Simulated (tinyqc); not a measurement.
Rapid thermal processing of a wafer: radiative balance, ramp and cooling, pattern effects, pyrometer error and spike budget. From one set of inputs to another, one input at a time. Computed by tinyqc, a small Python program. Command: `OMP_NUM_THREADS=1 python tinyqc.py 3113949 3113950 out.jsonl rtp ladder`. One thread of a shared host (Intel(R) Xeon(R) Processor @ 2.30GHz), about 0.1 s of CPU time with the checks.

The wafer is opaque and uniform through its thickness unless said otherwise; temperatures in formulas are in kelvin (C + 273.15). sigma = 5.670374419e-12 W/(cm^2 K^4).

The inputs printed are set A. Inputs not listed in the table keep their values of set A, so the rows need not describe a real material.

Inputs (values chosen for the exercise, modelled on a hot silicon wafer):
```
quantity,value,unit
wafer thickness d,725,micrometre
heat capacity per volume C,2.22,J/(cm^3 K)
thermal conductivity k,0.21,W/(cm K)
emissivity eps of each face,0.6,-
reflectivity of the chamber walls r,0.4,-
"gas heat-transfer coefficient h, both faces together",1.8,mW/(cm^2 K)
wall temperature T_w,350,K
process temperature,838,C
starting temperature,450,C
ramp rate,220,K/s
activation energy of the process E_a,2.7,eV
```

Constants: k_B = 8.617333262e-05 eV/K.

Method:
- Effective emissivity between parallel grey plates: eps_eff = 1/(1/eps + 1/(1 - r) - 1). Loss per area q(T) = 2 eps_eff sigma (T^4 - T_w^4) + h (T - T_w).
- Absorbed power during a ramp = q(T) + C d x ramp rate; thermal time constant tau = C d/(dq/dT), dq/dT = 8 eps_eff sigma T^3 + h; natural cooling rate q/(C d); front-to-back difference under one-sided heating at the end of the ramp = (absorbed power) d/(2 k).
- Cooling with the lamps off: C d dT/dt = -q(T), integrated adaptively (relative tolerance 1e-10).
- Spike anneal: linear ramp to the peak, then lamps off. Equivalent time at the peak = int exp(-(E_a/k_B)(1/T - 1/T_peak)) dt; estimate (k_B T^2/E_a)(1/ramp rate + 1/cooling rate). The ramp part uses 4000 trapezoid steps, the cooling part 4000 steps over 4 tau.
- Time within 50 K of the peak from the same curves.

Each row keeps all changes above it:
```
input moved,from,to,holding power q (W/cm^2),time constant tau (s),"equivalent time, total (s)"
set A,-,-,8.7061,5.6531,0.9386
reflectivity of the chamber walls r,0.4,0.35,9.1326,5.3611,0.9031
wafer thickness d (micrometre),725,625,9.1326,4.6216,0.8017
ramp rate (K/s),220,31,9.1326,4.6216,1.8235
"gas heat-transfer coefficient h, both faces together (mW/(cm^2 K))",1.8,2.1,9.3609,4.5759,1.8068
emissivity eps of each face,0.6,0.66,9.9336,4.2819,1.7717
thermal conductivity k (W/(cm K)),0.21,0.24,9.9336,4.2819,1.7717
activation energy of the process E_a (eV),2.7,3.66,9.9336,4.2819,1.3155
```

Where does the difference come from?

Holding power q goes from 8.71 to 9.93, a factor 1.14 in all. The largest single move comes from emissivity eps of each face (a factor 1.06). Time constant tau goes from 5.65 to 4.28, a factor 0.757 in all. The largest single move comes from wafer thickness d (a factor 0.862). Equivalent time, total goes from 0.939 to 1.32, a factor 1.40 in all. The largest single move comes from ramp rate (a factor 2.27), and activation energy of the process E_a works against it (a factor 0.743). The single moves hold for this order of the switches; the total does not depend on the order.

Extremes, crossings and ranges named in words are read from the listed rows.
